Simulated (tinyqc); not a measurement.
Deal-Grove kinetics of thermal oxidation of silicon. Changing the initial oxide x_i. Computed by tinyqc, a small Python program. Command: `OMP_NUM_THREADS=1 python tinyqc.py 3011712 3011713 out.jsonl oxide sweep`. One thread of a shared host (Intel(R) Xeon(R) Processor @ 2.30GHz), about 0.2 s of CPU time with the checks.

Oxidant diffuses through the oxide and reacts at the interface, so that dx/dt = B/(A + 2x) for the oxide thickness x.

Inputs (values chosen for the exercise, close to those used for silicon):

| quantity | value | unit |
|---|---|---|
| prefactor B0 | 425 | um^2/h |
| activation energy E_B | 0.779 | eV |
| prefactor (B/A)0 | 1.06e+08 | um/h |
| activation energy E_A | 2.07 | eV |
| temperature T | 950 | C |
| oxidant pressure p | 10 | atm |
| pressure exponent m of B/A | 1 | - |
| time t | 7.7 | h |

Ambient: steam. Surface: (100).

Constants: k_B = 8.617333262e-05 eV/K.

Method:
- B = B0 p exp(-E_B/(k_B T)), B/A = (B/A)0 p^m exp(-E_A/(k_B T)), p in atm; A = B/(B/A).
- Temperatures in kelvin are T(C) + 273.15.
- tau = (x_i^2 + A x_i)/B and x = (A/2) [sqrt(1 + 4 B (t + tau)/A^2) - 1], the root of x^2 + A x = B (t + tau).
- Silicon consumed is 0.44 times the oxide grown; the rate is B/(A + 2x).

One run for each value:

| initial oxide x_i (um) | oxide thickness x (um) | silicon consumed (um) | tau (h) |
|---|---|---|---|
| 0.002 | 4.0948 | 1.8008 | 6.3950e-04 |
| 0.0047 | 4.0950 | 1.7997 | 1.5077e-03 |
| 0.011 | 4.0956 | 1.7972 | 3.5550e-03 |
| 0.026 | 4.0971 | 1.7913 | 8.5514e-03 |
| 0.061 | 4.1006 | 1.7774 | 2.0877e-02 |
| 0.14 | 4.1097 | 1.7467 | 5.2133e-02 |
| 0.34 | 4.1387 | 1.6714 | 1.5254e-01 |
| 0.8 | 4.2374 | 1.5124 | 4.9927e-01 |

What does the table show, and why?

Over the rows, oxide thickness x (um) rises from 4.09 to 4.24; silicon consumed (um) falls from 1.80 to 1.51 (exponent d ln y / d ln x -7.0e-4 between the first rows and -0.12 between the last); tau (h) rises from 6.39e-4 to 0.499 (exponent d ln y / d ln x 1.0 between the first rows and 1.4 between the last). The oxide grown, x - x_i, falls from 4.09 to 3.44 um: an existing film lengthens the diffusion path.

Caution (all rows): films of several micrometres crack or stress the wafer in practice, which the model ignores.
